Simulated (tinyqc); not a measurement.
From results back to parameters: averaged masses of warped heavy- and light-hole bands. Two cases, with inputs chosen for the exercise.

Problem. For B along [111] the central orbits have s = 1/4 all round, so the cyclotron masses are 1/(g1 -/+ sqrt(g2^2 + 3 g3^2)). They are given with the heavy-hole mass along [100], 1/(g1 - 2 g2); g2 and g3 are positive.

Find: g1; sqrt(g2^2 + 3 g3^2); g2; g3.

Method. The mean of the two inverse cyclotron masses is g1 and half their difference is the root; g2 = (g1 - 1/m[100])/2, and g3 follows.

Case 1.

heavy and light cyclotron mass for B along [111]; heavy mass along [100] (m0): 0.4788009  0.0263356  0.3115265

Solution.

g1 = 20.03
sqrt(g2^2 + 3 g3^2) = 17.941
g2 = 8.41
g3 = 9.15

Case 2.

heavy and light cyclotron mass for B along [111]; heavy mass along [100] (m0): 0.3648284  0.0414611  0.2036660

Solution.

g1 = 13.43
sqrt(g2^2 + 3 g3^2) = 10.689
g2 = 4.26
g3 = 5.66

Computed by tinyqc, one run a case: `OMP_NUM_THREADS=1 python tinyqc.py N N+1 out.jsonl` with N = 1051236, 1051242; one thread of a shared Intel(R) Xeon(R) Processor @ 2.30GHz, about 0.02 s a run at most.
